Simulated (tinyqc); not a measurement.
Worked calculation: empirical pseudopotential in a few plane waves. One step of it, computed by the program tinyqc.

Question. Levels at k. Diagonalise the Hermitian matrix.

H(k) at k (eV), lower triangle:
```
           +0+0+0     -1-1-1     -1-1+1     -1+1-1     -1+1+1     +1-1-1     +1-1+1     +1+1-1
+0+0+0   0.334343
-1-1-1   2.318583  15.251983
-1-1+1  -2.318583   0.000000  17.547004
-1+1-1  -2.318583   0.000000  -0.095240  18.172919
-1+1+1  -2.318583   0.095240   0.000000   0.000000  20.467941
+1-1-1  -2.318583   0.000000  -0.095240  -0.095240   0.000000  11.496493
+1-1+1  -2.318583   0.095240   0.000000   0.000000  -0.095240   0.000000  13.791515
+1+1-1  -2.318583   0.095240   0.000000   0.000000  -0.095240   0.000000  -0.095240  14.417430
+1+1+1   2.318583   0.000000   0.095240   0.095240   0.000000   0.095240   0.000000   0.000000
-2+0+0   0.000000  -2.318583  -2.318583  -2.318583   2.318583   0.298241  -0.298241  -0.298241
+0-2+0   0.000000  -2.318583  -2.318583   0.298241  -0.298241  -2.318583   2.318583  -0.298241
+0+0-2   0.000000  -2.318583   0.298241  -2.318583  -0.298241  -2.318583  -0.298241   2.318583
+0+0+2   0.000000  -0.298241   2.318583  -0.298241  -2.318583  -0.298241  -2.318583   0.298241
+0+2+0   0.000000  -0.298241  -0.298241   2.318583  -2.318583  -0.298241   0.298241  -2.318583
+2+0+0   0.000000  -0.298241  -0.298241  -0.298241   0.298241   2.318583  -2.318583  -2.318583

           +1+1+1     -2+0+0     +0-2+0     +0+0-2     +0+0+2     +0+2+0     +2+0+0
+1+1+1  16.712451
-2+0+0  -0.298241  24.953665
+0-2+0  -0.298241  -0.095240  18.277239
+0+0-2  -0.298241  -0.095240  -0.095240  18.903154
+0+0+2  -2.318583   0.095240   0.095240   0.000000  23.493197
+0+2+0  -2.318583   0.095240   0.000000   0.095240  -0.095240  24.119112
+2+0+0  -2.318583   0.000000   0.095240   0.095240  -0.095240  -0.095240  17.442685
```

Give: eigenvalues.

Answer.

eigenvalues (eV): -2.132  8.536  11.897  12.134  13.053  15.803  16.354  16.631  19.843  20.018  20.544  22.589  25.654  26.211  28.245
